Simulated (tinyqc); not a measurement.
Undoped gate-all-around wire MOSFET, analytic charge model: two steps of the calculation.

An undoped round wire of radius R under an insulator shell and a surrounding gate; long channel, electrons only, n = ni exp((psi - V)/Vt) with V the quasi-Fermi potential (0 at the source, Vd at the drain), constant mobility, no quantisation. The radial Poisson equation gives n(r) = n(0)/(1 - (1 - b) r^2/R^2)^2 with b = Q0/(Q + Q0). Q is the electron charge per area of the wire surface.

Parameters, values chosen for the exercise; material values close to those of silicon: temperature T = 400 K; wire radius R = 4 nm; channel mobility mu = 310 cm^2/(V s); gate length L = 1 um; gate voltage Vg = 0.46 V; drain voltage Vd = 0.3 V.

Constants: q = 1.602176634e-19 C, kB = 1.380649e-23 J/K, Vt = kB T/q. Results are converted to the units shown.

Task 1. Charge at the source by Newton steps in y = ln(Q/Q0). With V = 0 and Q = Q0 exp(y): f = Q/Cox + Vt y + Vt ln(1 + Q/Q0) - (Vg - V0); df/dy = Q/Cox + Vt (1 + Q/(Q + Q0)); y(new) = y - f/(df/dy).

y after iteration 1 = -0.67691164
Cox = 4.9579950 uF/cm^2
Q0 = 363.18556 nC/cm^2
V0 = 0.61510940 V

Wanted: Q; f; df/dy; y after iteration 2.

Result 1.

Q = 184.57 nC/cm^2
f = 0.18317 V
df/dy = 0.083310 V
y after iteration 2 = -2.8755

Task 2. Drain current and line charge. Q solves Vg - V0 - V = Q/Cox + Vt ln(Q/Q0) + Vt ln(1 + Q/Q0). I = mu (2 pi R/L)[2 Vt (Qs - Qd) + (Qs^2 - Qd^2)/(2 Cox) + Vt Q0 ln((Qd + Q0)/(Qs + Q0))], with Qs at V = 0 and Qd at V = Vd. Electrons per length at the source: 2 pi R Qs/q; surface over centre density: (1 + Qs/Q0)^2.

Qs = 3.9019298 nC/cm^2
Qd = 6.6988470e-4 nC/cm^2
Cox = 4.9579950 uF/cm^2
Q0 = 363.18556 nC/cm^2

Find: first term; second term; third term; I; electrons per length; surface over centre density.

Result 2.

first term = 0.0020954 uA
second term = 1.1963e-5 uA
third term = -0.0010421 uA
I = 0.0010653 uA
electrons per length = 0.0061208 1/nm
surface over centre density = 1.0216

The square-law term makes up 1.12 % of the current. Below threshold the third term cancels half of the first, leaving the diffusion current Vt (Qs - Qd).

Computed by the program tinyqc: `OMP_NUM_THREADS=1 python tinyqc.py 2460135 2460136 out.jsonl`, one thread of a shared Intel Xeon 2.30GHz, about 0.03 s for the whole run.
